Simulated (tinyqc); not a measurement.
Strain dependence: valley-orbit splitting of a donor ground state, with strain. Computed by tinyqc, a small Python program. Command: `OMP_NUM_THREADS=1 python tinyqc.py 3005934 3005935 out.jsonl valleyorbit walk`. One thread of a shared host (Intel(R) Xeon(R) Processor @ 2.30GHz), about 0.01 s of CPU time with the checks.

The basis is the 1s envelope in each valley; energies are counted from the unstrained conduction-band edge. The strain is e_s (a a^T - 1/3) for the unit stress axis a, so valley j along n_j moves by Xi_u e_s w_j with w_j = (n_j.a)^2 - 1/3: +1/6 for x and y, -1/3 for z. The splitting at the zone boundary that a [110] shear adds for <100> valleys is left out.

Inputs (values chosen for the exercise, for a model many-valley semiconductor):
```
quantity                             value  unit
single-valley binding energy E_0      34.6   meV
central-cell shift Lambda             7.38   meV
coupling Delta_1                      2.13   meV
coupling Delta_2                      2.79   meV
shear deformation potential Xi_u      9.03    eV
shear strain e_s                  -0.00023     -
```

Valleys: six along <100>. Stress axis: [110].

Method:
- By symmetry: E(A1) = E_0 + Lambda + 4 Delta_1 + Delta_2 (one state), E(T2) = E_0 + Lambda - Delta_2 (three), E(E) = E_0 + Lambda - 2 Delta_1 + Delta_2 (two), as binding energies.
- H_jj = -(E_0 + Lambda) + Xi_u e_s w_j; H_jk = -Delta_2 between opposite valleys and -Delta_1 between perpendicular ones.
- The contact hyperfine ratio is A/A_0 = (sum_j c_j)^2/(number of valleys), c_j the valley amplitudes of the ground state; binding from the lowest valley edge.

E(A1) = 53.29 meV

Against strain:
```
e_s        Xi_u e_s (w_max - w_min) (meV)  binding (meV)  gap to next level (meV)    A/A_0
-0.001800                       -8.127000         51.477                   10.967  0.94816
-0.000690                       -3.115350         52.406                   11.896  0.98907
-0.000230                       -1.038450         52.962                   12.452  0.99861
-0.000069                       -0.311535         53.188                   12.678  0.99987
0.000069                         0.311535         53.084                   12.680  0.99987
0.000230                         1.038450         52.617                   12.472  0.99846
0.000690                         3.115350         51.394                   12.103  0.98505
0.001800                         8.127000         49.164                    9.974  0.89792
```

A/A_0 falls for either sign of strain, to 0.948 and 0.898 at the ends; its limits are the shares of the valleys that end up lowest, 4/6 under compression and 2/6 under tension. Near zero strain A/A_0 changes in second order, the binding in first. The binding energy drops from 53.29 meV to 51.48 and 49.16 meV, since fewer valleys share the valley-orbit gain.

Extremes, crossings and ranges named in words are read from the listed rows.
